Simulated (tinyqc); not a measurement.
Inputs raised by 10 %, one at a time: Born-von Karman spring model of a cubic crystal with one atom per cell. Computed by tinyqc, a small Python program. Command: `OMP_NUM_THREADS=1 python tinyqc.py 3009471 3009472 out.jsonl springs sens`. One thread of a shared host (Intel(R) Xeon(R) Processor @ 2.30GHz), about 0.2 s of CPU time with the checks.

First neighbours lie at a/2 (1,1,0) (12 of them), second at a (1,0,0) (6), with all permutations and signs; the volume per atom is Omega = a^3/4. Two shells of springs match a real metal only roughly, above all at the zone boundary.

Inputs (values chosen for the exercise, modelled on aluminium): lattice constant a = 4.05 angstrom; atomic mass M = 26.98 u; radial spring k1L = 1.36 eV/angstrom^2; transverse spring k1T = -0.078 eV/angstrom^2; radial spring k2L = 0.15 eV/angstrom^2; transverse spring k2T = -0.01 eV/angstrom^2; mesh divisions n = 10; temperature T = 400 K.

Lattice: fcc.

Constants: 1 eV/angstrom^3 = 160.2176634 GPa; nu for 1 eV/(angstrom^2 u) = 15.6333042 THz; h x 1 THz = 4.135667696 meV; k_B = 8.617333262e-05 eV/K; hbar^2/u = 4.18015928e-03 eV angstrom^2.

Method:
- [ij,kl] = (1/(2 Omega)) sum_R K_ij R_k R_l; C11 = [xx,xx], C44 = [xx,yy], C12 = 2 [xy,xy] - C44; B = (C11 + 2 C12)/3; Zener ratio A = 2 C44/(C11 - C12). K(R) = kL n n^T + kT (1 - n n^T).
- A neighbour at R with unit vector n couples by the matrix K(R) = kL n n^T + kT (1 - n n^T), and D(q) = (1/M) sum_R K(R) [1 - cos(q.R)].
- An eigenvalue lambda of D in eV/(angstrom^2 u) gives nu = 15.6333042 THz x sqrt(lambda).
- Take the highest frequency at X = (1, 0, 0) (2 pi/a).
- Mesh: q = sum_i (m_i + 1/2)/n b_i, m_i = 0..n-1, with b = [[-1, 1, 1], [1, -1, 1], [1, 1, -1]] in 2 pi/a; sums are averages over the n^3 points, per atom.
- With x = h nu/(k_B T) and n = 1/(exp(x) - 1) for each mode: F = k_B T [x/2 + ln(1 - exp(-x))], U = k_B T x (n + 1/2), S/k_B = x n - ln(1 - exp(-x)), C/k_B = x^2 n (n + 1).
- <u_x^2> = (1/3) sum over modes of hbar^2/(2 M h nu) coth(x/2); zero-point energy = sum h nu/2. <u_x^2> converges slowly with the mesh, from below, with an error of order 1/n.

Runs:
```
input moved                              from       to  C11 (GPa)  C44 (GPa)  highest frequency at X (THz)  zero-point energy (meV/atom)
base run                                    -        -     125.17     42.962                         9.639                        40.367
lattice constant a (angstrom)            4.05    4.455     113.79     39.056                         9.639                        40.367
atomic mass M (u)                       26.98   29.678     125.17     42.962                         9.190                        38.489
radial spring k1L (eV/angstrom^2)        1.36    1.496     135.93     48.342                        10.137                        42.497
radial spring k2L (eV/angstrom^2)        0.15    0.165     127.54     42.962                         9.639                        40.506
transverse spring k1T (eV/angstrom^2)  -0.078  -0.0858     124.55     42.036                         9.609                        40.078
temperature T (K)                         400      440     125.17     42.962                         9.639                        40.367
```

Exponents ln(y'/y) / ln(x'/x):
```
input                     C11     C44  highest frequency at X  zero-point energy
lattice constant a     -1.000  -1.000                   0.000              0.000
atomic mass M           0.000   0.000                  -0.500             -0.500
radial spring k1L       0.865   1.238                   0.529              0.539
radial spring k2L       0.197   0.000                   0.000              0.036
transverse spring k1T  -0.052  -0.229                  -0.032             -0.076
temperature T           0.000   0.000                   0.000              0.000
```

Among the inputs moved here: C11 answers most in size to lattice constant a (exponent -1.000), next to radial spring k1L (+0.865); its exponent is below 0.0005 for atomic mass M, temperature T. Its exponent -1.000 in lattice constant a: at fixed springs C scales as k/a. C44 answers most in size to radial spring k1L (exponent +1.238), next to lattice constant a (-1.000); its exponent is below 0.0005 for atomic mass M, radial spring k2L, temperature T. Its exponent -1.000 in lattice constant a: at fixed springs C scales as k/a. Highest frequency at X answers most in size to radial spring k1L (exponent +0.529), next to atomic mass M (-0.500); its exponent is below 0.0005 for lattice constant a, radial spring k2L, temperature T. Its exponent -0.500 in atomic mass M: every frequency scales as M^(-1/2). Zero-point energy answers most in size to radial spring k1L (exponent +0.539), next to atomic mass M (-0.500); its exponent is below 0.0005 for lattice constant a, temperature T. Its exponent -0.500 in atomic mass M: frequencies scale as M^(-1/2).

Extremes, crossings and ranges named in words are read from the listed rows.
